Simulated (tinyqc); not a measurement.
# Gate-all-around wire, scale length and short-channel effects: several studies

A round wire of diameter ts in an insulator shell of thickness ti under a surrounding gate. Below threshold the potential that source and drain add obeys Laplace's equation and vanishes on the gate. Its lowest mode decays along the channel as exp(-k y); k is the smallest positive root of the matching condition at the interface, and the scale length is Lambda = pi/k.

Parameters, values chosen for the exercise; permittivities: semiconductor close to that of silicon, insulator close to that of hafnium oxide: temperature T = 273 K; relative permittivity of the semiconductor eps_r = 11.7; relative permittivity of the insulator ei = 23; insulator thickness ti = 11 nm; wire diameter ts = 9.2 nm; channel length L = 59 nm; potential of the source Vbi = 0.99 V; potential of the barrier top at threshold sT = 0.36 V; drain voltage Vds = 0.6 V.

Constants: q = 1.602176634e-19 C, kB = 1.380649e-23 J/K, Vt = kB T/q. Results are converted to the units shown.

Each table varies one quantity; the others keep the values above.

## A higher permittivity at fixed equivalent oxide thickness

k is the smallest positive root of f(k) = ei J0(u)[J1(u) Y0(v) - Y1(u) J0(v)] - eps_r J1(u)[J0(u) Y0(v) - Y0(u) J0(v)], u = k ts/2, v = u + k ti. Along the channel psi(y) = s + a exp(y/l) + b exp(-y/l) with psi(0) = Vbi, psi(L) = Vbi + Vds and l = 1/k = Lambda/pi; with A = Vbi - s, B = A + Vds, x = exp(-L/l): a = (B - A x) x/(1 - x^2), b = (A - B x)/(1 - x^2). The minimum is s + 2 sqrt(a b), at y = (l/2) ln(b/a). The long-channel potential follows the gate as s = sT + (Vg - VTL)/m, and the threshold VT is the gate voltage at which the minimum equals sT. Swing = m Vt ln 10/g at threshold, g = d(minimum)/ds = 1 - (b x + a)/((1 + x) sqrt(a b)). DIBL = [VT(0.05 V) - VT(Vds)]/(Vds - 0.05 V). sT and Vbi are held fixed; m = 1. The equivalent oxide thickness 3.9 ti/ei is held at 1.9 nm, so ti = 1.9 ei/3.9 nm.

A higher permittivity at fixed equivalent oxide thickness:
```
ei	ti (nm)	Lambda (nm)	L/Lambda	DIBL (mV/V)	swing (mV/decade)
3.9	1.900	12.01	4.911	0.3670	54.22
5	2.436	12.03	4.904	0.3712	54.22
7.5	3.654	12.31	4.794	0.4409	54.23
10	4.872	12.89	4.576	0.6210	54.26
15	7.308	14.87	3.968	1.620	54.39
20	9.744	17.55	3.363	4.224	54.76
25	12.18	20.55	2.871	9.271	55.45
35	17.05	26.89	2.195	28.25	58.04
```

What does the comparison show?

As ei goes from 3.9 to 35, Lambda rises from 12.0 to 26.9 nm, DIBL rises from 0.367 to 28.2 mV/V and the swing rises from 54.2 to 58.0 mV a decade. The ratio ei/ti is the same in every row, yet the insulator grows from 1.90 to 17.1 nm, and drain fields reach the channel sideways through it.

## Effect of the relative permittivity of the insulator

Same model as above.

Effect of the relative permittivity of the insulator:
```
ei	Lambda (nm)	L/Lambda	VT - VTL at Vds (mV)	DIBL (mV/V)	swing (mV/decade)
3.9	25.50	2.314	-49.18	23.12	57.35
5.7	23.16	2.548	-33.47	15.69	56.34
8.5	21.39	2.758	-23.78	11.14	55.71
12	20.31	2.905	-18.78	8.786	55.39
18	19.43	3.037	-15.20	7.105	55.16
27	18.84	3.132	-13.06	6.102	55.02
40	18.46	3.197	-11.78	5.504	54.93
```

What does the table show?

As ei goes from 3.9 to 40, Lambda falls from 25.5 to 18.5 nm, DIBL falls from 23.1 to 5.50 mV/V and the swing falls from 57.3 to 54.9 mV a decade. On average Lambda goes as ei^(-0.14).

## Effect of the drain voltage

Same model as above.

The same in every row: Lambda (nm) = 19.043; L/Lambda = 3.0982.

Effect of the drain voltage:
```
Vds (V)	VT - VTL at Vds (mV)	DIBL (mV/V)	swing (mV/decade)
0.2	-11.309	7.1612	55.024
0.35	-12.292	6.8550	55.037
0.5	-13.203	6.5942	55.052
0.65	-14.056	6.3679	55.069
0.8	-14.862	6.1686	55.087
0.95	-15.627	5.9908	55.106
1.1	-16.358	5.8308	55.125
```

What does the comparison show?

As Vds goes from 0.2 to 1.1 V, Lambda stays at 19.0 nm, DIBL falls from 7.16 to 5.83 mV/V and the swing stays near 55.1 mV a decade.

tinyqc, about 0.01 s, one thread, Intel Xeon 2.30GHz (shared host): `OMP_NUM_THREADS=1 python tinyqc.py 2420037 2420038 out.jsonl`
